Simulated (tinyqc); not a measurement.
Across the tunnelling window: band-to-band tunnelling across a p-n junction in a two-band chain.

Sites alternate A at -Eg/2 and C at +Eg/2 with hopping -t; near the edges, with k counted from the zone boundary pi/a, E^2 = (Eg/2)^2 + (t a k)^2, so t = sqrt(c Eg/m)/a gives the mass m, c = hbar^2/2m0. In the gap cosh(q a) = 1 + (Eg^2/4 - e^2)/(2 t^2), e the energy from the local mid-gap. The potential is V0 = Eg + ov on the p side (left), 0 on the n side, and falls linearly over the 2N sites of the junction, V_j = V0 (1 - j/(2N + 1)), j = 1 to 2N, site 1 being A. E = Eg/2 + x ov. A half chain that ends on a site of level e1 with neighbour e2 has g = (1 + z)/(E - e1), z = exp(-/+ i k a) the root with Im g < 0, cos(k a) = (E - e1)(E - e2)/(2 t^2) - 1. S_L = t^2 g (ending on C, shifted by V0), S_R = t^2 g (starting on A). T = 4 Im(S_L) Im(S_R) |G_(1,2N)|^2.

Constants: hbar^2/2m0 = 3.80998211 eV angstrom^2; e^2/h = 3.874045865e-05 S.

Values chosen for the exercise (gap and mass near those of InGaAs; not measured data): Eg = 0.719 eV (gap); m = 0.045 m0 (mass of electron and light hole); a = 4 angstrom (period (two sites)); ov = 0.49 eV (overlap: top of the valence band on the p side above the conduction edge on the n side); Nw = 30 (periods in the junction).

N = Nw. The mean of T over the window uses 12 Gauss-Legendre points in x; the current of one channel with both spins, all states in the window full on the p side and empty on the n side, is (2e^2/h) <T> ov. WKB: exp(-2 I/F), I = pi Eg^2/(8 t a), F = V0/((2N + 1) a/2).

Against energy:
```
x     E (eV)        T  T over WKB
0.02  0.3693  0.00413       0.788
0.10  0.4085  0.00681       1.299
0.20  0.4575  0.00673       1.283
0.35  0.5310  0.00577       1.101
0.50  0.6045  0.00537       1.025
0.65  0.6780  0.00577       1.101
0.80  0.7515  0.00673       1.283
0.90  0.8005  0.00681       1.299
0.98  0.8397  0.00413       0.788
```

mean T = 0.00596
current = 0.226 microampere

WKB gives one value for the whole window, since the path through the gap is the same. The chain is symmetric about x = 0.5, where it gives 1.03 times WKB; among these rows it is largest at x = 0.1 and 0.9 (1.30), and it has 0.79 at x = 0.02 on its way to zero at the ends, where the velocity in one lead vanishes. The variation comes from the reflections where the field begins and ends, whose distance from the turning points changes with x.

tinyqc: `OMP_NUM_THREADS=1 python tinyqc.py 1451785 1451786 out.jsonl`; about 0.01 s, one thread, shared Intel(R) Xeon(R) Processor @ 2.30GHz.
